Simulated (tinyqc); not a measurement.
# Which input was changed?

Model: donor in an ellipsoidal valley (Kohn-Luttinger variational method). Computed by tinyqc, a small Python program. Command: `OMP_NUM_THREADS=1 python tinyqc.py 3001302 3001303 out.jsonl kohnlutt which`. One thread of a shared host (Intel(R) Xeon(R) Processor @ 2.30GHz), about 0.5 s of CPU time with the checks.

H = -(d^2/dx^2 + d^2/dy^2) - gamma d^2/dz^2 - 2/r in units built on m_t, with gamma = m_t/m_l and z along the valley axis. One valley; no valley-orbit or central-cell term.

Inputs (values chosen for the exercise, modelled on 3C-SiC): transverse mass m_t = 0.24 m_0; longitudinal mass m_l = 0.695 m_0; dielectric constant eps = 9.79.

Constants: Ry = 13.605693123 eV; a_0 = 0.529177210903 angstrom.

Method:
- Ry* = Ry m_t/eps^2, a* = a_0 eps/m_t, gamma = m_t/m_l.
- Trial function exp(-sqrt((x^2 + y^2)/a^2 + z^2/b^2)) with beta = b/a < 1: E = t/a^2 - u/a, t = (2 + gamma/beta^2)/3, u = 2 arcsin(sqrt(1 - beta^2))/sqrt(1 - beta^2); the best a is 2 t/u and E(beta) = -u^2/(4 t).
- Golden-section search on beta from 0.05 to 0.999, 60 steps.
- Gaussian basis: g = P exp(-al (x^2 + y^2) - be z^2) with P = 1 (s-like), z (2p0) or x (2p+-); al = 0.004 x 2.6^k, k = 0..11, and be/al = 1, gamma^(-1/2) or 1/gamma (36 functions); 1/r = (2/sqrt(pi)) int exp(-t^2 r^2) dt by 48 Gauss-Legendre points after t = sqrt(al_i + al_j) tan(theta); overlap eigenvalues below 1e-10 are dropped.

Question. One of these inputs alone was changed, within the range given: transverse mass m_t (0.12 to 0.48); longitudinal mass m_l (0.3475 to 1.39); dielectric constant eps (4.895 to 19.58). Which one, and to what value?

Results:
```
run     radius b of the 1s trial function (angstrom)  2p0 binding energy (meV)  2p+- binding energy (meV)
before                                      12.05342                  15.34656                   10.21985
after                                       12.73679                  14.54686                   10.06376
```

Answer.

Each candidate set to reproduce radius b of the 1s trial function, and what it then gives:
```
candidate                    range searched  value needed  2p0 binding energy (meV)  2p+- binding energy (meV)
transverse mass m_t (m_0)      0.12 to 0.48        0.2138                    14.489                      9.255
longitudinal mass m_l (m_0)  0.3475 to 1.39        0.6260                    14.547                     10.064
dielectric constant eps      4.895 to 19.58         10.35                    13.744                      9.153
```

Only longitudinal mass m_l fits every result: it went from 0.695 to 0.626 m_0. The next best candidate, transverse mass m_t, misses one result by 8.0 %.
